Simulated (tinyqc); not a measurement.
Silicon n-p-n transistor, Gummel numbers and transit times: two steps of the calculation.

One-dimensional n-p-n transistor in the forward active mode at low injection. In the base p(x) = NB exp(-eta x/wb) and ni(x)^2 = ni^2 exp((g0 + g1 x/wb)/Vt); electrons leave the base at vsat; band spikes at the emitter junction and recombination inside the emitter are ignored.

Values chosen for this exercise; band and dielectric values close to those of silicon: temperature T = 300 K; band gap Eg = 1.13 eV; relative permittivity eps_r = 11.7; conduction-band density of states at T Nc = 2.85e19 cm^-3; valence-band density of states at T Nv = 2.65e19 cm^-3; saturation velocity vsat = 1.01e7 cm/s; neutral base width wb = 110 nm; base doping at the emitter edge NB = 3.1e17 cm^-3; doping falls as exp(-eta x/wb) eta = 0; gap reduction at the emitter edge of the base g0 = 0 eV; further gap reduction across the base (linear) g1 = 0 eV; electron diffusion coefficient in the base Dn = 13 cm^2/s; emitter doping NE = 1.4e20 cm^-3; gap reduction in the emitter (negative: wider gap) gE = 0.102 eV; neutral emitter width we = 140 nm; hole diffusion coefficient in the emitter Dp = 2.2 cm^2/s; recombination velocity at the emitter contact Se = 2e6 cm/s; electron lifetime in the base tb = 1e-8 s; collector doping NC = 1.1e16 cm^-3; collector-base reverse bias VCB = 1.9 V.

Constants: q = 1.602176634e-19 C, kB = 1.380649e-23 J/K, Vt = kB T/q, eps0 = 8.8541878128e-14 F/cm where lengths are in cm. Results are converted to the units shown.

Task 1. Base Gummel number and transit time. f(x) = p(x) ni^2/ni(x)^2; I(x) = integral from x to wb of f/Dn, plus f(wb)/vsat; base Gummel number GB = I(0); electron density per unit flux n/(J/q) = I/f; base transit time tauB = integral of I/f over the base. Trapezoid rule on 10 equal steps.

Find: x; f; I; I/f; GB; tauB.

Result 1.

```
point	x (nm)	f (cm^-3)	I (s/cm^4)	I/f (s/cm)
0	0.0	3.100e17	2.930e11	9.452e-7
1	11.0	3.100e17	2.668e11	8.605e-7
2	22.0	3.100e17	2.405e11	7.759e-7
3	33.0	3.100e17	2.143e11	6.913e-7
4	44.0	3.100e17	1.881e11	6.067e-7
5	55.0	3.100e17	1.618e11	5.221e-7
6	66.0	3.100e17	1.356e11	4.375e-7
7	77.0	3.100e17	1.094e11	3.529e-7
8	88.0	3.100e17	8.315e10	2.682e-7
9	99.0	3.100e17	5.692e10	1.836e-7
10	110.0	3.100e17	3.069e10	9.901e-8
```

GB = 2.930e11 s/cm^4
tauB = 5.743 ps

Task 2. Gain, Early voltage and collector delay. ni = sqrt(Nc Nv) exp(-Eg/(2 Vt)), Eg in volts; GE = NE exp(-gE/Vt)(we/Dp + 1/Se); JC = J0 exp(VBE/Vt), J0 = q ni^2/GB; gain limited by back injection GE/GB, by base recombination tb/tauB, together 1/beta = the sum of the inverses; collector layer one-sided, Wc = sqrt(2 eps0 eps_r (Vbc + VCB)/(q NC)), Vbc = Vt ln(p(wb) NC/ni^2), Cjc = eps0 eps_r/Wc; Early voltage VA = GB q p(wb)/(f(wb) Cjc [1/Dn - (eta + g1/Vt)/(wb vsat)]), f(wb) = p(wb) exp(-(g0 + g1)/Vt), p(wb) = NB exp(-eta); tauC = Wc/(2 vsat).

GB = 2.9300076e11 s/cm^4
tauB = 5.7429551 ps

Wanted: ni; GE; J0; GE/GB; tb/tauB; beta; Wc; Cjc; VA; tauC.

Result 2.

ni = 8.861e9 cm^-3
GE = 1.858e13 s/cm^4
J0 = 4.293e-11 A/cm^2
GE/GB = 63.43
tb/tauB = 1741
beta = 61.20
Wc = 564.6 nm
Cjc = 0.1835 fF/um^2
VA = 33.26 V
tauC = 2.795 ps

The gain is limited more by back injection into the emitter. beta VA = 2040 V.

Range of the model: Heavy doping makes emitter or base degenerate; gE and g0 are to be read as apparent gap changes that include this.

Numbers from tinyqc (`OMP_NUM_THREADS=1 python tinyqc.py 2320161 2320162 out.jsonl`; about 0.01 s on one thread of a shared Intel Xeon 2.30GHz).
